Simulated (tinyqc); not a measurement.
All-pass ring resonator: one step of the calculation.

A ring of length L = 2 pi Rr coupled to one bus waveguide: round-trip amplitude a = 10^(-al L/20), self-coupling t = sqrt(1 - k2). At detuning d from the resonance the round-trip phase is p = 2 pi d/FSR and the transmission T = (a^2 - 2 a t cos p + t^2)/(1 - 2 a t cos p + a^2 t^2). Lossless coupler, linear absorption only.

Task. Resonance parameters. FSR = lam^2/(ng L), finesse F = pi sqrt(a t)/(1 - a t), FWHM = FSR/F, Q = lam/FWHM, Tmin = (a - t)^2/(1 - a t)^2, power build-up k2 a^2/(1 - a t)^2, optical bandwidth c/(lam Q).

Parameters, values chosen for the exercise; values close to those of silicon waveguides: cold resonance wavelength lam = 1550 nm; ring radius Rr = 15 um; group index ng = 4.31; propagation loss al = 8.9 dB/cm; power coupling k2 = 0.0087.

Constants: c = 299792458 m/s. Results are converted to the units shown.

Find: a; t; FSR; F; FWHM; Q; Tmin; build-up; bandwidth.

Result.

a = 0.9904
t = 0.9956
FSR = 5.914 nm
F = 224.0
FWHM = 26.41 pm
Q = 5.870e4
Tmin = -8.473 dB
build-up = 43.99
bandwidth = 3.295 GHz

The ring is undercoupled; critical coupling needs k2 = 1 - a^2 = 0.0191.

Program tinyqc, `OMP_NUM_THREADS=1 python tinyqc.py 2650024 2650025 out.jsonl`; Intel Xeon 2.30GHz, shared host, one thread, about 0.01 s.
